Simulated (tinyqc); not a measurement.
# Convergence with the mesh in the empty well

In an empty well of width L and depth Vb, level k solves kw L/2 = (k - 1) pi/2 + arctan(sqrt((mw/mb)(Vb - E)/E)) with kw = sqrt(mw E/C), C = hbar^2/(2 m0). Mesh: N intervals across the well, hz = L/N, nodes at (i + 1/2) hz from an edge, mass (mw + mb)/2 on the interval that holds an interface, walls 3 L outside the edges; H_ii = C (1/m_(i-1/2) + 1/m_(i+1/2))/hz^2 + V_i, H_(i,i+1) = -C/(m_(i+1/2) hz^2). No field, no charge.

Inputs (values chosen for the exercise); material values close to those of strained Si in SiGe (two lower valleys): mass along z in the well mw = 0.936 m0; mass along z in the barriers mb = 0.926 m0; barrier height Vb = 0.199 eV; well width L = 4.2672 nm.

Constants: q = 1.602176634e-19 C, hbar = 1.054571817e-34 J s, m0 = 9.1093837015e-31 kg, hbar^2/(2 m0) = 0.0380998212 eV nm^2. Results are converted to the units shown.

The same in every row: exact E1 (meV) = 14.98.

Convergence with the mesh in the empty well:

| N | E1 on the mesh (meV) | error (%) |
|---|---|---|
| 4 | 12.24 | -18.3 |
| 8 | 14.11 | -5.80 |
| 16 | 14.74 | -1.57 |
| 32 | 14.92 | -0.400 |
| 64 | 14.96 | -0.101 |
| 128 | 14.98 | -0.0252 |

The error goes from -18 % to -0.025 %; between N = 32 and 64 it shrinks by a factor of 4.0, the 4 of a second-order scheme.

Numbers from tinyqc (`OMP_NUM_THREADS=1 python tinyqc.py 2140136 2140137 out.jsonl`; about 0.2 s on one thread of a shared Intel Xeon 2.30GHz).
